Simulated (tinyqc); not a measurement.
# One electron in a tunnel-coupled double dot: charge qubit, sensing and quantum capacitance: coherence against detuning

Basis (left, right), H = [[ep/2, tc], [tc, -ep/2]], splitting Om = sqrt(ep^2 + 4 tc^2), ep = al times the gate voltage. In equilibrium the electron is on the right with the chance P_R = [1 + (ep/Om) tanh(Om/2 kB T)]/2.

Noise in ep shifts Om by (ep/Om) d + (2 tc^2/Om^3) d^2. For Gaussian d of deviation se the spread of Om is sqrt[(ep se/Om)^2 + 2 (2 tc^2 se^2/Om^3)^2], and T2* is estimated as sqrt(2) hbar/spread; Om T2*/h counts the oscillations within T2*.

Parameters, values chosen for the exercise:
- tc = 12 ueV (tunnel coupling)
- se = 3.2 ueV (deviation of quasi-static detuning noise)

Constants: q = 1.602176634e-19 C, hbar = 1.054571817e-34 J s, h = 6.62607015e-34 J s. Results are converted to the units shown.

Coherence against detuning:
```
ep (ueV),Om (ueV),T2* (ns),oscillations within T2*
0,24.000,3.0854,17.905
0.6,24.007,2.9850,17.328
1.2,24.030,2.7345,15.889
2.4,24.120,2.1370,12.463
4.8,24.475,1.3510,7.9951
9.6,25.849,0.76756,4.7974
18,30.000,0.48326,3.5055
36,43.267,0.34954,3.6569
72,75.895,0.30662,5.6269
```

What does the comparison show?

T2* falls from 3.09 to 0.307 ns, towards sqrt(2) hbar/se = 0.291 ns far from the anticrossing; the first row is 10.1 times the last. First and second order are equal near ep = sqrt(2) se/2 = 2.26 ueV.

tinyqc, about 0.01 s, one thread, Intel Xeon 2.30GHz (shared host): `OMP_NUM_THREADS=1 python tinyqc.py 2470035 2470036 out.jsonl`
